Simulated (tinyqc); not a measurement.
Worked calculation: Hueckel theory of the pi electrons with the omega technique, for the molecule O=c1cccccc1 (SMILES; centres numbered as the heavy atoms are written). One step of it, computed by the program tinyqc.

Problem. Orbitals, round 2. Diagonalise; E = alpha + x beta with beta < 0, so the largest x are filled first; degenerate levels share their electrons. P = sum n_i c_ri c_si; each orbital has its largest coefficient positive (the first on a tie).

matrix after round 1, lower triangle:
```
          1O        2C        3C        4C        5C        6C        7C        8C
1O  0.485758
2C  1.000000  0.119195
3C  0.000000  1.000000  0.051781
4C  0.000000  0.000000  1.000000  0.077867
5C  0.000000  0.000000  0.000000  1.000000  0.067875
6C  0.000000  0.000000  0.000000  0.000000  1.000000  0.067875
7C  0.000000  0.000000  0.000000  0.000000  0.000000  1.000000  0.077867
8C  0.000000  1.000000  0.000000  0.000000  0.000000  0.000000  1.000000  0.051781
```

pi electrons, sum of z_r less the charge = 8

Give: x values; occupations; coefficients; charge and bond-order matrix P.

Solution.

x values: 2.198  1.578  1.315  0.495  -0.385  -0.608  -1.732  -1.861

occupations: 2.000  2.000  2.000  2.000  0.000  0.000  0.000  0.000

coefficients:
```
      MO1     MO2     MO3     MO4     MO5     MO6     MO7     MO8
1O  0.301  -0.397   0.000   0.721   0.000   0.413   0.000  -0.249
2C  0.515  -0.434   0.000   0.007   0.000  -0.451   0.000   0.585
3C  0.385  -0.118   0.414  -0.359   0.523  -0.042   0.234  -0.455
4C  0.312   0.254   0.523  -0.166  -0.228   0.479  -0.417   0.285
5C  0.276   0.499   0.233   0.290  -0.417  -0.286   0.521  -0.097
6C  0.276   0.499  -0.233   0.290   0.417  -0.286  -0.521  -0.097
7C  0.312   0.254  -0.523  -0.166   0.228   0.479   0.417   0.285
8C  0.385  -0.118  -0.414  -0.359  -0.523  -0.042  -0.234  -0.455
```

charge and bond-order matrix P, lower triangle:
```
        1O      2C      3C      4C      5C     6C     7C     8C
1O   1.535
2C   0.664   0.907
3C  -0.192   0.494   0.926
4C  -0.253   0.099   0.734   0.927
5C   0.187  -0.144   0.080   0.573   0.926
6C   0.187  -0.144  -0.306   0.086   0.709  0.926
7C  -0.253   0.099  -0.134  -0.169   0.086  0.573  0.927
8C  -0.192   0.494   0.239  -0.134  -0.306  0.080  0.734  0.926
```
